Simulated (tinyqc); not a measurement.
Rapid thermal processing of a wafer: radiative balance, ramp and cooling, pattern effects, pyrometer error and spike budget: one step, computed by the program tinyqc. Command: `OMP_NUM_THREADS=1 python tinyqc.py 3113488 3113489 out.jsonl rtp walk`. One thread of a shared host (Intel(R) Xeon(R) Processor @ 2.30GHz), about 0.04 s of CPU time with the checks.

The wafer is opaque and uniform through its thickness unless said otherwise; temperatures in formulas are in kelvin (C + 273.15). sigma = 5.670374419e-12 W/(cm^2 K^4).

Problem. Pyrometer error. Signal proportional to eps/(exp(c2/(lambda T)) - 1), c2 = h c/k_B. If the assumed emissivity is too high by the given error, the reading T' solves (1 + error)/(exp(c2/(lambda T')) - 1) = 1/(exp(c2/(lambda T)) - 1). Wien estimate: T' - T = -lambda T^2 ln(1 + error)/c2. Process rates go as exp(-E_a/(k_B T)).

Inputs (values chosen for the exercise, modelled on a hot silicon wafer):
```
quantity                              value        unit
process temperature                     933           C
pyrometer wavelength                   0.95  micrometre
error of the assumed emissivity         1.1           %
activation energy of the process E_a    2.7          eV
```

Constants: h = 6.62607015e-34 J s; c = 299792458 m/s; k_B = 1.380649e-23 J/K; k_B = 8.617333262e-05 eV/K.

Give: c2; c2/(lambda T); reading less true temperature; Wien estimate; rate at T over rate at T', less 1.

Solution.

c2 = 14388 micrometre K

c2/(lambda T) = 12.556

reading less true temperature = -1.0499 K

Wien estimate = -1.0509 K

rate at T over rate at T', less 1 = 2.2891 %
